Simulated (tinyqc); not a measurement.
Which coupling does what: hole subbands of a hard-walled well, four-band Luttinger model.

Hole energies are counted downwards from the unstrained band edge, c = hbar^2/2m0. After the usual block transformation one block is H = [[P + Q - Zs, R - i S], [R + i S, P - Q + Zs]] in (heavy, light), with P +/- Q = c [(g1 +/- g2) k^2 + (g1 -/+ 2 g2) kz^2], R = sqrt(3) c gR k^2, S = 2 sqrt(3) c g3 k kz, kz = -i d/dz; axial approximation gR = (g2 + g3)/2. Zs = b (e_par - e_perp) is the shear part of the strain (the hydrostatic part shifts all levels alike and is left out). Basis sqrt(2/L) sin(n pi z/L), n = 1 to N, for each component: kz^2 gives (n pi/L)^2 and the heavy-light block is R delta_nm - 2 sqrt(3) c g3 k D_nm with D_nm = 4 n m/(L (n^2 - m^2)) for n + m odd, 0 otherwise. The other block has the same levels. The split-off band is left out.

Constants: hbar^2/2m0 = 3.80998211 eV angstrom^2.

Parameters, chosen for this exercise (near those of AlAs; the results hold for these values, not for the real material): g1 = 3.76 (Luttinger gamma1); g2 = 0.82 (gamma2); g3 = 1.42 (gamma3); L = 100 angstrom (well width along [001]); k = 0.0299 1/angstrom (wave vector in the plane).

shear strain energy Zs = 0.015529 eV

N = 20, at the given k. Diagonal: R = S = 0. Along [100] and [110] gR is g2 and g3 instead of their mean.

Cases:

| model |
|---|
| diagonal |
| R alone |
| S alone |
| axial |
| [100] |
| [110] |

Rank the cases by E1, lowest first.

Answer: [110], axial, [100], S alone, R alone, diagonal.

Hole energies (meV):

| model | E1 | E2 | E3 | E4 |
|---|---|---|---|---|
| diagonal | 8.04 | 31.96 | 45.85 | 71.82 |
| R alone | 6.92 | 31.38 | 46.97 | 71.50 |
| S alone | 5.49 | 19.38 | 52.91 | 53.66 |
| axial | 4.36 | 19.26 | 53.53 | 53.60 |
| [100] | 4.87 | 19.33 | 53.28 | 53.59 |
| [110] | 3.71 | 19.17 | 53.44 | 54.01 |

The couplings move E1 by -3.68 meV: R alone by -1.12, S alone by -2.56, so S matters more at k L/pi = 0.95 (R grows as k^2 and joins equal n, S as k and joins n of opposite parity). Warping spreads E1 by 1.16 meV between [100] and [110], the hole being heavier along [110]; the axial value lies between them.

tinyqc: `OMP_NUM_THREADS=1 python tinyqc.py 1252092 1252093 out.jsonl`; about 0.2 s, one thread, shared Intel(R) Xeon(R) Processor @ 2.30GHz.
